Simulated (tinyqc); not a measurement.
# Small-signal admittance of a forward-biased p+-n diode: effects of single changes

Holes injected into a neutral base of width wb with an ohmic contact at its end; low injection, p0 far above the equilibrium density. A small voltage v exp(i w t), w = 2 pi f, modulates the edge density by p0 v/Vt, and the small-signal density obeys Dp d2p/dx2 = (1/tau + i w) p.

Parameters, values chosen for the exercise; permittivity close to that of silicon: temperature T = 275 K; relative permittivity eps_r = 11.7; donor density of the base Nd = 3.2e15 cm^-3; hole diffusion coefficient Dp = 5.3 cm^2/s; hole lifetime tau = 2e-7 s; width of the neutral base wb = 1.9 um; excess hole density at the junction edge p0 = 2e14 cm^-3; acceptor density of the p+ side Na = 3e18 cm^-3; series resistance Rs = 0.02 ohm cm^2; signal frequency f = 1.1e8 Hz.

Constants: q = 1.602176634e-19 C, kB = 1.380649e-23 J/K, Vt = kB T/q, eps0 = 8.8541878128e-14 F/cm where lengths are in cm. Results are converted to the units shown.

Each table varies one quantity; the others keep the values above.

## Admittance against frequency

L = sqrt(Dp tau); direct current J = (q Dp p0/L) coth(wb/L); k = sqrt(1 + i w tau)/L; diffusion admittance Y = (q Dp p0/Vt) k coth(k wb) = G + i w C_diff; junction capacitance C_j = sqrt(q eps0 eps_r Nd/(2 Vr)) in the depletion approximation, with the remaining barrier Vr = Vt ln(Na/p0), a rough value under forward bias; base-width modulation is left out. Measured admittance 1/[Rs + 1/(Y + i w C_j)].

The same in every row: C_j (uF/cm^2) = 0.03414.

Admittance against frequency:
```
f (Hz)	w tau	G (S/cm^2)	C_diff (uF/cm^2)	measured G (S/cm^2)	measured C (uF/cm^2)	phase of the measured Y (degrees)
2e5	0.2513	38.15	0.08525	21.64	0.03841	0.1278
6e5	0.7540	38.15	0.08525	21.64	0.03841	0.3834
3e6	3.770	38.16	0.08524	21.66	0.03838	1.913
1e7	12.57	38.30	0.08515	21.89	0.03798	6.221
5e7	62.83	41.79	0.08290	26.53	0.02993	19.51
2e8	251.3	74.78	0.06249	39.71	0.007969	14.15
8e8	1005	156.2	0.03101	46.56	0.001088	6.697
3e9	3770	302.2	0.01603	49.14	1.232e-4	2.705
1e10	1.257e4	551.8	0.008781	49.80	1.405e-5	1.016
```

G starts at J/Vt = 38.1 S/cm^2 and C_diff at (J tau/(2 Vt))(1 - 2 x/sinh 2x) = 0.0853 uF/cm^2, x = wb/L = 0.185. Between the last two rows G goes as f^(0.50) and C_diff as f^(-0.50); the limits are 1/2 and -1/2, reached when the signal penetrates only sqrt(Dp/w). The measured C is 68 % below C_diff + C_j in the first row and 100 % below it in the last, the difference being due to Rs.

## Effect of the width of the neutral base

Same model as above.

The same in every row: w tau = 138.2; C_j (uF/cm^2) = 0.03414.

Effect of the width of the neutral base:
```
wb (um)	G (S/cm^2)	C_diff (uF/cm^2)	measured G (S/cm^2)	measured C (uF/cm^2)	phase of the measured Y (degrees)
0.51	141.0	0.02296	37.45	0.003753	3.963
1	74.55	0.04454	33.14	0.01065	12.52
2	53.40	0.07763	34.48	0.01677	18.58
4	58.28	0.08364	35.25	0.01604	17.46
7.9	58.08	0.08343	35.22	0.01608	17.51
16	58.08	0.08343	35.22	0.01608	17.51
31	58.08	0.08343	35.22	0.01608	17.51
62	58.08	0.08343	35.22	0.01608	17.51
```

As wb goes from 0.51 to 62, G moves up and down between 53.4 and 141 S/cm^2, C_diff goes from 0.0230 through a maximum of 0.0836 (at wb = 4 among the rows listed) to 0.0834 uF/cm^2 and the measured C moves up and down between 0.00375 and 0.0168 uF/cm^2. C_diff exceeds C_j for wb = 1, 2, 4, 7.9, 16, 31, 62.

Computed by the program tinyqc: `OMP_NUM_THREADS=1 python tinyqc.py 2890151 2890152 out.jsonl`, one thread of a shared Intel Xeon 2.30GHz, about 0.01 s for the whole run.
